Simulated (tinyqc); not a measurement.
Charge pumping in an n-channel transistor: two steps of the calculation.

The gate is pulsed from accumulation to inversion and back. Energies E are counted from the intrinsic level; Dit(E) = D0 [1 + b (2 E/Eg)^2]. During each edge the traps near the bands emit their carriers, and those between Eh and Ee recombine once a cycle.

Inputs (values chosen for the exercise); band and dielectric values close to those of silicon: temperature T = 300 K; band gap Eg = 1.1 eV; conduction-band density of states at 300 K Nc = 2.81e19 cm^-3; valence-band density of states at 300 K Nv = 2.62e19 cm^-3; gate area A = 0.082 um^2; trap density at midgap D0 = 9.1e10 cm^-2 eV^-1; rise of the trap density towards the band edges b = 10.3; cross-section for electrons sn = 1e-15 cm^2; cross-section for holes sp = 2.8e-15 cm^2; thermal velocity at 300 K, one nominal value for electrons and holes vth = 1.6e7 cm/s; Vth - Vfb dV = 1.18 V; pulse height Va = 3.9 V; frequency f = 43000 Hz; rise time tr = 560 ns; fall time tf = 1400 ns.

Constants: q = 1.602176634e-19 C, kB = 1.380649e-23 J/K, Vt = kB T/q. Results are converted to the units shown.

Question 1. Emission levels. ni = sqrt(Nc Nv) exp(-Eg/(2 Vt)), Eg in volts; emission times te = (dV/Va) tf and th = (dV/Va) tr; Ee = -Vt ln(vth sn ni te), Eh = +Vt ln(vth sp ni th).

Wanted: ni; te; th; Ee; Eh.

Answer 1.

ni = 1.563e10 cm^-3
te = 423.6 ns
th = 169.4 ns
Ee = 0.2366 eV
Eh = -0.2337 eV

The window covers 42.8 % of the gap.

Question 2. Pumped charge and current. Nit = integral of Dit from Eh to Ee = D0 [Ee - Eh + 4 b (Ee^3 - Eh^3)/(3 Eg^2)], Qcp = q A Nit, Icp = f Qcp.

Ee = 0.23661899 eV
Eh = -0.23368922 eV

Find: Nit; mean Dit; traps pumped a cycle; Icp.

Answer 2.

Nit = 6.9662e10 cm^-2
mean Dit = 1.4812e11 cm^-2 eV^-1
traps pumped a cycle = 57.123
Icp = 0.39354 pA

Range of the model: The Fermi levels of inversion and accumulation are taken to lie beyond Ee and Eh, the flat tops to fill all traps, and no geometric current is added.

Computed by the program tinyqc: `OMP_NUM_THREADS=1 python tinyqc.py 2030174 2030175 out.jsonl`, one thread of a shared Intel Xeon 2.30GHz, about 0.01 s for the whole run.
